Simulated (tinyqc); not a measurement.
Against temperature: two-band model of a narrow-gap semiconductor with electrons and holes. Computed by tinyqc, a small Python program. Command: `OMP_NUM_THREADS=1 python tinyqc.py 3027496 3027497 out.jsonl bipolar walk`. One thread of a shared host (Intel(R) Xeon(R) Processor @ 2.30GHz), about 0.05 s of CPU time with the checks.

Two parabolic bands with acoustic scattering (r = -1/2, a = 0), a gap that does not change with T, and fully ionised dopants. Melting is ignored, so values above the melting point are formal, and kappa_L does not change with T. eta_n = (E_F - E_c)/(k_B T), eta_p = -eta_n - E_g/(k_B T).

Inputs (values chosen for the exercise, modelled on InSb):
```
quantity                                value        unit
electron mass m_n                       0.013         m_0
hole mass m_p                            0.41         m_0
electron mobility parameter mu_300,n    61000  cm^2/(V s)
hole mobility parameter mu_300,p          710  cm^2/(V s)
temperature exponent p                    1.5           -
band gap E_g                             0.18          eV
net doping N                          1.1e+17      1/cm^3
lattice thermal conductivity kappa_L       15     W/(m K)
```

Doping: n-type.

Constants: k_B = 8.617333262e-05 eV/K; m_0 = 9.1093837015e-31 kg; k_B = 1.380649e-23 J/K; hbar = 1.054571817e-34 J s; e = 1.602176634e-19 C.

Method:
- With x = E/(k_B T), a = alpha k_B T (0 for a parabolic band), G = x (1 + a x), D = 1 + 2 a x and <y> = int y f (1 - f) dx, f = 1/(1 + exp(x - eta)): tau = tau_0 G^r/D; transport function s = G^(3/2 + r)/D^2; n = N_0 <G^(3/2)> with N_0 = (2 m k_B T)^(3/2)/(3 pi^2 hbar^3).
- Integrals over x = E/(k_B T) use 160 Gauss-Legendre points in u = sqrt(x) from 0 to sqrt(max(eta, 0) + 32).
- sigma = e mu_0 N_0 <s> with mu_0 = e tau_0/m = mu_300 (T/300 K)^(-p); |S| = (k_B/e)(<x s>/<s> - eta); Lorenz number L = (k_B/e)^2 (<x^2 s>/<s> - (<x s>/<s>)^2); kappa_e = L sigma T; zT = S^2 sigma T/(kappa_L + kappa_e).
- Neutrality: n - p = N, with n = N_0(m_n) <x^(3/2)> at eta_n and p = N_0(m_p) <x^(3/2)> at eta_p.
- Both bands together (these totals replace the one-band zT): sigma = sigma_n + sigma_p; S = (sigma_p |S_p| - sigma_n |S_n|)/sigma; kappa_bip = (sigma_n sigma_p/sigma)(|S_n| + |S_p|)^2 T; kappa_e = (L_n sigma_n + L_p sigma_p) T; zT = S^2 sigma T/(kappa_L + kappa_e + kappa_bip); weak-field R_H = (r_p sigma_p^2/p - r_n sigma_n^2/n)/(e sigma^2), where the Hall factors r_n and r_p are <x^(3/2)> <x^(1/2)>/<s>^2.

The same sample:
```
T (K)  n (1/cm^3)  p (1/cm^3)  sigma (S/cm)  S (microvolt/K)  kappa_bip (W/(m K))        zT  R_H (cm^3/C)
150    1.1000e+17  1.7105e+10        1315.9           -57.92           2.1121e-07  0.004292       -58.425
200    1.1000e+17  3.1924e+12         962.0           -76.53           2.1086e-05  0.007320       -59.344
250    1.1008e+17  8.1868e+13         747.7           -93.73           3.4037e-04  0.010687       -60.157
300    1.1076e+17  7.6074e+14         606.8          -109.05           2.2056e-03  0.014110       -60.515
350    1.1381e+17  3.8100e+15         515.3          -121.35           8.2809e-03  0.017316       -59.407
400    1.2230e+17  1.2298e+16         464.3          -128.86           2.1195e-02  0.020085       -55.501
500    1.6293e+17  5.2929e+16         447.7          -129.63           6.4922e-02  0.024327       -41.479
600    2.3182e+17  1.2182e+17         479.4          -122.46           1.1811e-01  0.027593       -28.874
750    3.7395e+17  2.6395e+17         540.5          -111.63           1.9986e-01  0.031690       -17.677
900    5.5236e+17  4.4236e+17         594.5          -103.59           2.8065e-01  0.035286       -11.862
1050   7.6079e+17  6.5079e+17         638.7           -97.79           3.6040e-01  0.038589        -8.558
1200   9.9537e+17  8.8537e+17         674.4           -93.50           4.3941e-01  0.041685        -6.511
```

What follows from these numbers?

Among the rows where S keeps the majority sign, zT is largest at 1200 K (the edge of those rows) and |S| at 500 K. Among these rows sigma is least at 500 K; at higher T thermal pairs outweigh the falling mobility. kappa_bip reaches 0.439 W/(m K) at the last row, 0.0293 times kappa_L.

Extremes, crossings and ranges named in words are read from the listed rows.
